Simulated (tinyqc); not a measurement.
Carrier statistics of a doped semiconductor with parabolic bands: one step. The neutral state. Three cases, with inputs chosen for the exercise.

Problem. Solve the neutrality condition for EF to convergence.

Energies are counted from Ev, so Ec = Eg. n = Nc F_1/2((EF - Eg)/kT), p = Nv F_1/2(-EF/kT), ND+ = ND/(1 + 2 exp((EF - Eg + ED)/kT)), NA- = NA/(1 + 4 exp((EA - EF)/kT)); neutrality asks p + ND+ = n + NA-. F_j(eta) = (1/Gamma(j + 1)) integral_0^infinity x^j dx/(1 + exp(x - eta)), which tends to exp(eta) for eta << 0.

Give: EF; n; p; ND+; NA-.

Case 1.

Values chosen (near those of GaN; shifted at random, so the results belong to these values and not to a real crystal):
- ND = 3.9e+16 1/cm^3 (donors)
- NA = 1.8e+12 1/cm^3 (acceptors)
- ED = 0.022 eV (donor level below Ec)
- EA = 0.181 eV (acceptor level above Ev)

Eg = 3.3381570 eV
kT = 0.04308667 eV
Nc = 4.865632e+18 1/cm^3
Nv = 9.740104e+19 1/cm^3

Solution.

EF = 3.1292 eV
n = 3.80e+16 1/cm^3
p = 2.80e-12 1/cm^3
ND+ = 3.80e+16 1/cm^3
NA- = 1.80e+12 1/cm^3

The material is n-type; 97.5 % of the donors are ionised. EF lies 4.85 kT inside the gap from the conduction edge, so Boltzmann statistics would serve; n p/(Nc Nv exp(-Eg/kT)) = 0.997.

Case 2.

Values chosen (near those of AlAs; shifted at random, so the results belong to these values and not to a real crystal):
- ND = 1.9e+17 1/cm^3 (donors)
- NA = 9.5e+12 1/cm^3 (acceptors)
- ED = 0.0672 eV (donor level below Ec)
- EA = 0.0632 eV (acceptor level above Ev)

Eg = 2.2610813 eV
kT = 0.00663535 eV
Nc = 2.156056e+18 1/cm^3
Nv = 2.419646e+18 1/cm^3

Solution.

EF = 2.2171 eV
n = 2.83e+15 1/cm^3
p = 1.88e-127 1/cm^3
ND+ = 2.84e+15 1/cm^3
NA- = 9.50e+12 1/cm^3

The material is n-type; 1.5 % of the donors are ionised. EF lies 6.63 kT inside the gap from the conduction edge, so Boltzmann statistics would serve; n p/(Nc Nv exp(-Eg/kT)) = 1.000.

Case 3.

Values chosen (near those of Si; shifted at random, so the results belong to these values and not to a real crystal):
- ND = 3.7e+17 1/cm^3 (donors)
- NA = 2.2e+12 1/cm^3 (acceptors)
- ED = 0.0464 eV (donor level below Ec)
- EA = 0.0475 eV (acceptor level above Ev)

Eg = 1.0769015 eV
kT = 0.04308667 eV
Nc = 6.081551e+19 1/cm^3
Nv = 2.594584e+19 1/cm^3

Solution.

EF = 0.8557 eV
n = 3.58e+17 1/cm^3
p = 6.15e+10 1/cm^3
ND+ = 3.58e+17 1/cm^3
NA- = 2.20e+12 1/cm^3

The material is n-type; 96.7 % of the donors are ionised. EF lies 5.13 kT inside the gap from the conduction edge, so Boltzmann statistics would serve; n p/(Nc Nv exp(-Eg/kT)) = 0.998.

Computed by tinyqc, one run a case: `OMP_NUM_THREADS=1 python tinyqc.py N N+1 out.jsonl` with N = 1680010, 1680016, 1680030; one thread of a shared Intel(R) Xeon(R) Processor @ 2.30GHz, about 0.01 s a run at most.
